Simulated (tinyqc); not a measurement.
# Zener tunnelling in a reverse-biased junction, two-band WKB: two studies

Abrupt p-n junction, depletion approximation. Energies E are counted from the conduction-band edge of the neutral n side; its Fermi level lies at dn, that of the p side at dn - V, and the valence-band edge of the neutral p side at Em = dn + dp - V. Tunnelling needs 0 < E < Em. Two-band dispersion with equal masses m: inside the gap kappa = sqrt(m u (1 - u/Eg)/C), u the distance from a band edge, C = hbar^2/(2 m0).

Values chosen for this exercise; band and dielectric values those of a made-up semiconductor:
```
symbol,value,unit,meaning
T,300,K,temperature
Eg,0.518,eV,band gap
eps_r,18.6,,relative permittivity
Nc,8.05e18,cm^-3,conduction-band density of states at 300 K
Nv,6.44e18,cm^-3,valence-band density of states at 300 K
m,0.16,m0,band-edge mass of the two-band model
Na,2.4e19,cm^-3,acceptor density
Nd,2.2e18,cm^-3,donor density
V,-1.6,V,bias of the p side
```

Constants: q = 1.602176634e-19 C, kB = 1.380649e-23 J/K, hbar = 1.054571817e-34 J s, h = 6.62607015e-34 J s, m0 = 9.1093837015e-31 kg, Vt = kB T/q, eps0 = 8.8541878128e-14 F/cm where lengths are in cm, hbar^2/(2 m0) = 0.0380998212 eV nm^2. Results are converted to the units shown.

Each table varies one quantity; the others keep the values above.

## Current against reverse bias

Nd = Nc F12(dn/Vt), Na = Nv F12(dp/Vt), F12(x) = (2/sqrt(pi)) int_0^infinity sqrt(u)/(1 + exp(u - x)) du; dn = EF - Ec on the n side, dp = Ev - EF on the p side (negative outside the bands); Vbi = Eg + dn + dp. W = sqrt(2 eps0 eps_r (Vbi - V)(1/Na + 1/Nd)/q), mean field F = (Vbi - V)/W, peak field 2 F. In a uniform field F the exponent is S = pi sqrt(m/C) Eg^1.5/(4 F). Transverse energy Et = C kt^2/m raises it to S (1 + 4 Et/Eg), so T = exp(-S) exp(-Et/Eb) with Eb = Eg/(4 S). KJ = (2 q^2/h) m/(4 pi C) (times 1e14 for A/cm^2 per eV^2). J = KJ exp(-S) Eb times the integral from 0 to Em of [f(E - dn) - f(E - dn + V)] [1 - exp(-min(E, Em - E)/Eb)] dE, f(x) = 1/(1 + exp(x/Vt)), with S and Eb from the mean field; J > 0 flows from p to n.

Current against reverse bias:
```
V (V)	mean field (MV/cm)	S	J (A/cm^2)
-0.16	0.2645	22.69	-2.386e-4
-0.48	0.3183	18.85	-0.05013
-0.79	0.3629	16.53	-0.9934
-1.1	0.4026	14.90	-7.968
-1.41	0.4387	13.68	-38.33
-1.73	0.4731	12.68	-137.9
-2.04	0.5042	11.90	-380.5
-2.35	0.5335	11.25	-894.0
-2.66	0.5613	10.69	-1861
```

|J| grows from 2.39e-4 to 1860 A/cm^2, a factor of 7.80e6. Of that, exp(-S) gives 1.63e5 (S falls from 22.7 to 10.7 as the field grows with the square root of Vbi - V); the rest, 48.0, comes from the wider energy window and from Eb.

## Exponent along the true band profile

Along the true parabolic profile the field at the point where the conduction edge stands at e = E + u is sqrt(2 q Nd e/(eps0 eps_r)) for e < a D and sqrt(2 q Na (D - e)/(eps0 eps_r)) above, D = Vbi - V, a = Na/(Na + Nd); S(E) = 2 int_0^Eg kappa(u) du/field.

Exponent along the true band profile:
```
E (eV)	S(E)	S(E)/S of the mean field
0.098	16.31	1.249
0.278	12.81	0.9812
0.458	10.97	0.8400
0.638	9.762	0.7474
0.818	8.886	0.6804
0.998	8.213	0.6289
1.178	7.674	0.5876
1.357	7.232	0.5538
1.537	6.941	0.5315
```

Read the table: what changes, and by how much?

S(E) falls from 16.3 to 6.94. The mean field gives S = 13.1 and the peak field 6.53; the smallest S(E) is 0.53 of the mean-field value, so the mean field understates the best transmission by a factor of 454.

Range of the model: Parabolic densities of states, no band tails and no gap narrowing, all of which matter at such doping.

Numbers from tinyqc (`OMP_NUM_THREADS=1 python tinyqc.py 2620095 2620096 out.jsonl`; about 0.01 s on one thread of a shared Intel Xeon 2.30GHz).
